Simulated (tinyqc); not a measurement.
## Input admittance of a MOSFET at zero drain bias: distributed channel and distributed gate: dividing a fixed width into fingers

Source and drain grounded, strong inversion, w = 2 pi f, Cox = eps0 eox/tox. The channel is an RC line of resistance 1/(mu Cox Vo) per square fed from both ends, so one finger has the intrinsic admittance y = i w Cox L tanh(g)/g per width, g = (1/2) sqrt(i w tau), tau = L^2/(mu Vo). The vertical resistance rv/L is in series with y, the overlaps 2 i w Cov in parallel: y_t = 1/(1/y + rv/L) + 2 i w Cov. The gate strip is a line of Rsh/L per length loaded by y_t, so a finger has Y = y_t Wf tanh(k)/k, k = (Wf/sd) sqrt(y_t Rsh/L); the device has Nf Y.

Low-frequency limits, with c = Cox L and ct = c + 2 Cov: R_strip = Rsh Wf/(3 sd^2 L Nf), R_ch = (c/ct)^2 L/(12 mu Cox Vo Wf Nf), R_vert = (c/ct)^2 rv/(L Wf Nf), C = ct Wf Nf. Total width Wf Nf = 76 um; each finger also has a contact resistance Rc at each contacted end, which adds Rc/(sd Nf). The resistances are low-frequency limits, good while |k| is below about 1; the far-point signal is |1/cosh k| at f, without Rc.

Parameters, values chosen for the exercise; values of the order met in silicon radio-frequency transistors:
- eox = 3.9 (relative permittivity of the gate insulator (close to silicon dioxide))
- tox = 6.8 nm (insulator thickness)
- L = 1.9 um (channel length)
- mu = 250 cm^2/(V s) (channel mobility)
- Vo = 0.58 V (gate overdrive)
- Rsh = 10 ohm/square (sheet resistance of the gate)
- rv = 0 ohm um^2 (vertical resistivity of the gate stack)
- sd = 2 (number of ends at which a finger is contacted)
- Cov = 0.26 fF/um (overlap and fringe capacitance on each side)
- f = 2.1 GHz (frequency)

Constants: eps0 = 8.8541878128e-14 F/cm where lengths are in cm. Results are converted to the units shown.

The same in every row: R_ch + R_vert (ohm) = 25.47.

Results:
```
Nf   Wf (um)  R_strip (ohm)  Rc/(sd Nf) for Rc = 30 ohm (ohm)  sum (ohm)  signal at the far point
1      76.00          33.33                             15.00      73.81                   0.8411
4      19.00          2.083                             3.750      31.31                   0.9923
8      9.500         0.5208                             1.875      27.87                   0.9981
16     4.750         0.1302                            0.9375      26.54                   0.9995
32     2.375        0.03255                            0.4688      25.97                   0.9999
64     1.188       0.008138                            0.2344      25.72                    1.000
128   0.5938       0.002035                            0.1172      25.59                    1.000
```

Estimate the missing row, Nf = 2.

Computed row:
```
Nf  Wf (um)  R_strip (ohm)  Rc/(sd Nf) for Rc = 30 ohm (ohm)  sum (ohm)  signal at the far point
2     38.00          8.333                             7.500      41.31                   0.9666
```

With this row back in the table: R_strip falls as 1/Nf^2, from 33.3 to 0.00203 ohm, the contact term as 1/Nf, and R_ch + R_vert stays at 25.5 ohm since the total width is fixed. The sum is within a factor 1.5 of that floor from Nf = 4 on. More fingers add wiring capacitance, which is left out.

Numbers from tinyqc (`OMP_NUM_THREADS=1 python tinyqc.py 2262101 2262102 out.jsonl`; about 0.01 s on one thread of a shared Intel Xeon 2.30GHz).
